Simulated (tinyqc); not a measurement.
What each parameter does: delta-doped layer in the Thomas-Fermi potential.

All donors ionised in the plane z = 0, zero temperature, energies from the Fermi level EF of the Thomas-Fermi model, which lies at the bulk band edge; c = hbar^2/2m0, q = e^2/(4 pi eps0). gv = 1 equivalent valley, m_d = sqrt(m3^3/mz) in the plane. With n = (gv/3 pi^2)(m3 (-V)/c)^(3/2) and V'' = -(4 pi q/eps) n for z > 0, the solution is V = -b/(|z| + z0)^4 with sqrt(b) = 20/K, K = (4 pi q/eps)(gv/3 pi^2)(m3/c)^(3/2), and z0^5 = 4b/(e F0), e F0 = 2 pi q N/eps; 1e13/cm^2 = 1e-3/angstrom^2. Exchange and correlation are left out.

Subbands solve -(c/m_z) psi'' + V psi = E psi on 1280 points of spacing z0/80; up to ten levels for each group, kept if bound with an rms width below 2.5 z0.

Constants: hbar^2/2m0 = 3.80998211 eV angstrom^2; e^2/(4 pi eps0) = 14.39964547 eV angstrom.

Values chosen for the exercise (near those of a delta-doped layer in GaAs; the results hold for these values, not for the real material):
```
symbol  value  unit         meaning
m3      0.069  m0           density-of-states mass of a valley
mz      0.069  m0           mass along z
eps     13                  dielectric constant
N       0.43   x 1e13/cm^2  donor sheet density
```

z0, depth, lowest level and its rms width.

One parameter was then changed.

Results before and after:
```
case     z0 (angstrom)  depth (eV)  lowest (eV)  rms z (angstrom)
base            209.88      0.1570      -0.0930             29.94
changed         197.03      0.1638      -0.0956             29.15
```

Which of these changes was made? (a) m3 = 0.079 m0; (b) mz = 0.059 m0; (c) eps = 11.7; (d) N = 0.258 x 1e13/cm^2.

Answer: (c) eps = 11.7. Of the candidates, run in turn, only this one gives the changed row.

All candidates:
```
case                   z0 (angstrom)  depth (eV)  lowest (eV)  rms z (angstrom)
base                          209.88      0.1570      -0.0930             29.94
N = 0.258 x 1e13/cm^2         232.46      0.1044      -0.0595             36.23
eps = 11.7                    197.03      0.1638      -0.0956             29.15
m3 = 0.079 m0                 193.51      0.1448      -0.0820             30.69
mz = 0.059 m0                 209.88      0.1570      -0.0904             32.04
```

tinyqc: `OMP_NUM_THREADS=1 python tinyqc.py 1281475 1281476 out.jsonl`; about 0.1 s, one thread, shared Intel(R) Xeon(R) Processor @ 2.30GHz.
